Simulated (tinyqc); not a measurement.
Slater-Koster d bands of a bcc metal, step by step. Values are carried at full precision from step to step, so a last printed digit may differ when a step is redone from the rounded ones.

Slater-Koster d bands. For a bond with direction cosines (l, m, n) the 5 x 5 block is dds Ps + ddp Pp + ddd (1 - Ps - Pp), the projectors on sigma, pi and delta states about the bond; for instance <xy|xy> = 3 l^2 m^2 dds + (l^2 + m^2 - 4 l^2 m^2) ddp + (n^2 + l^2 m^2) ddd, <xy|yz> = 3 l m^2 n dds + l n (1 - 4 m^2) ddp + l n (m^2 - 1) ddd and <3z2-r2|3z2-r2> = (n^2 - (l^2 + m^2)/2)^2 dds + 3 n^2 (l^2 + m^2) ddp + (3/4)(l^2 + m^2)^2 ddd. H(k) sums the blocks times cos(k.R) over the neighbours; the d level is the zero of energy; k in 2 pi/a.

Inputs chosen for the exercise (of the size met in Ta; the results hold for these values, not for the real material):
- dds = -1.336 eV (dd sigma)
- ddp = 0.668 eV (dd pi)
- ddd = -0.227 eV (dd delta)
- f2 = 0.53 (factor on all three integrals for second neighbours)
- k = (0.74, 0, 0) 2 pi/a (wave vector)
- Nd = 4 (d electrons per atom)

## The block of one bond

Direction (1,1,1)/sqrt3; its eigenvalues must be dds once, ddp twice and ddd twice.

block (eV):
```
             xy       yz       zx    x2-y2   3z2-r2
xy      -0.3978  -0.4691  -0.4691        0  -0.3445
yz      -0.4691  -0.3978  -0.4691  -0.2983   0.1722
zx      -0.4691  -0.4691  -0.3978   0.2983   0.1722
x2-y2         0  -0.2983   0.2983   0.3697        0
3z2-r2  -0.3445   0.1722   0.1722        0   0.3697
```

## Levels at Gamma

Neighbours: eight at (a/2)(1,1,1) and equivalents, and six at a(1,0,0) and equivalents with the integrals times f2.

Summing the blocks at k = 0 gives E(t2g) = (8/3) dds + (16/9) ddp + (32/9) ddd + f2 (4 ddp + 2 ddd), E(eg) = (16/3) ddp + (8/3) ddd + f2 (3 dds + 3 ddd).

levels (eV): t2g (threefold) -2.0067, eg (twofold) 0.4722

The t2g level lies lower, by 2.4788 eV.

## The Hamiltonian at one k

Sum over the neighbours.

H(k) (eV):
```
            xy      yz      zx    x2-y2   3z2-r2
xy      2.6014       0       0        0        0
yz           0  3.6096       0        0        0
zx           0       0  2.6014        0        0
x2-y2        0       0       0  -3.3169  -0.5410
3z2-r2       0       0       0  -0.5410  -3.9415
```

## Levels and character

Diagonalise H; t2g is xy, yz, zx and eg the other two.

levels (eV): -4.2539  -3.0045  2.6014  2.6014  3.6096

weights:
```
     band 1  band 2  band 3  band 4  band 5
t2g   0.000   0.000   1.000   1.000   1.000
eg    1.000   1.000   0.000   0.000   0.000
```

## Levels at points of symmetry

Coordinates: G (0, 0, 0), H (1, 0, 0), N (0.5, 0.5, 0), P (0.5, 0.5, 0.5); the others lie half way.

Levels (eV):

| k | band 1 | band 2 | band 3 | band 4 | band 5 |
|---|---|---|---|---|---|
| G | -2.007 | -2.007 | -2.007 | 0.472 | 0.472 |
| G-H 0.5 | -2.004 | -0.241 | -0.241 | 0.347 | 1.657 |
| H | -5.443 | -5.443 | 4.358 | 4.358 | 4.358 |
| N | -3.835 | -3.512 | 1.831 | 2.004 | 3.994 |
| P | -1.176 | -1.176 | -1.176 | 2.485 | 2.485 |
| P-G 0.5 | -2.820 | -2.820 | 1.414 | 1.414 | 1.529 |
| G-N 0.5 | -2.759 | -2.557 | 0.787 | 0.993 | 1.238 |

On these points the bands run from -5.443 (H) to 4.358 eV (H).

## Second moment and the rectangular band

mu2 = z (dds^2 + 2 ddp^2 + 2 ddd^2)/5 per orbital, with z = 8 + 6 f2^2. A rectangular band with the same mu2 has width W = sqrt(12 mu2), Fermi level W (Nd/10 - 1/2) and bond energy -W Nd (10 - Nd)/20 (Friedel).

mu2 = 5.3859 eV^2
W = 8.0393 eV
Fermi level = -0.8039 eV
bond energy per atom = -9.6472 eV

The bond energy is the attractive part alone; the repulsion between atoms, left out, cancels a large share of it in the cohesive energy.

## Checks

- Levels at Gamma from the formulas against H(0): they agree to 1e-10 or better.
- Second moment from the formula against the mean square level on the mesh: both 5.38586.

Computed by tinyqc, a small Python program: `OMP_NUM_THREADS=1 python tinyqc.py 1452660 1452661 out.jsonl` (the numbers bound the seed that draws the inputs); one thread of a shared host (Intel(R) Xeon(R) Processor @ 2.30GHz), about 0.03 s for the whole set of steps.
